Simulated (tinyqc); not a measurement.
Scattering of inversion-layer electrons by surface optical phonons of the gate insulator (remote phonon scattering): one step, computed by the program tinyqc.

One subband with the Fang-Howard envelope; insulator and channel are half-spaces, the gate is far away, and an interlayer only moves the polar surface away by t (its own modes and its permittivity contrast are left out).

Question. Surface modes and strengths. eps(w) = eps_inf + (eps_0s - eps_i) w1^2/(w1^2 - w^2) + (eps_i - eps_inf) w2^2/(w2^2 - w^2). Surface modes solve eps(w) + eps_s = 0, a quadratic in w^2; the strength of a mode is g = 2/(w d eps/dw). Occupation N = 1/(exp(hbar w/(k_B T)) - 1).

Inputs (values chosen for the exercise, modelled on Al2O3 on germanium):

| quantity | value | unit |
|---|---|---|
| static constant of the insulator eps_0s | 12.8 | - |
| intermediate constant eps_i | 7.36 | - |
| optical constant eps_inf | 3.15 | - |
| hbar omega_TO1 | 47.1 | meV |
| hbar omega_TO2 | 72.8 | meV |
| constant of the channel eps_s | 16.2 | - |
| temperature T | 400 | K |

Constants: k_B = 8.617333262e-05 eV/K.

Give: hbar omega_SO; strengths g; occupations N; hbar omega g (2 N + 1).

Answer.

hbar omega_SO (meV): 1 51.506, 2 81.500

strengths g: 1 0.005615, 2 0.011581

occupations N: 1 0.28935, 2 0.10376

hbar omega g (2 N + 1) (meV): 1 0.4566, 2 1.1398

The upper mode has the larger hbar omega g N, the prefactor of absorption before the dependence on q: 0.0837 and 0.0979 meV.
